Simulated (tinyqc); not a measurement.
Vacuum evaporation: vapour pressure, source flux, thickness distribution, purity and step coverage: one step, computed by the program tinyqc.

Molecular flow, unit sticking of the metal, no re-evaporation. The background gas is taken as water vapour (18.015 g/mol, collision diameter 0.37 nm) at 300 K.

Task: A trench at the wafer edge. Fixed wafer, axial point source, trench running tangentially at r = R: the beam arrives at tan(a) = R/h. Shadowed share of the floor = aspect ratio x tan(a) (at most 1); the wall facing the source grows at tan(a) times the field rate, the other wall not at all.

Inputs (values chosen for the exercise, modelled on germanium, with constants for the liquid): source-to-wafer distance h = 38 cm; wafer radius R = 15 cm; aspect ratio of a trench = 0.36.

Give: angle a; shadowed share of the floor; wall over field thickness.

Result:

angle a = 21.54 degrees

shadowed share of the floor = 0.1421

wall over field thickness = 0.3947
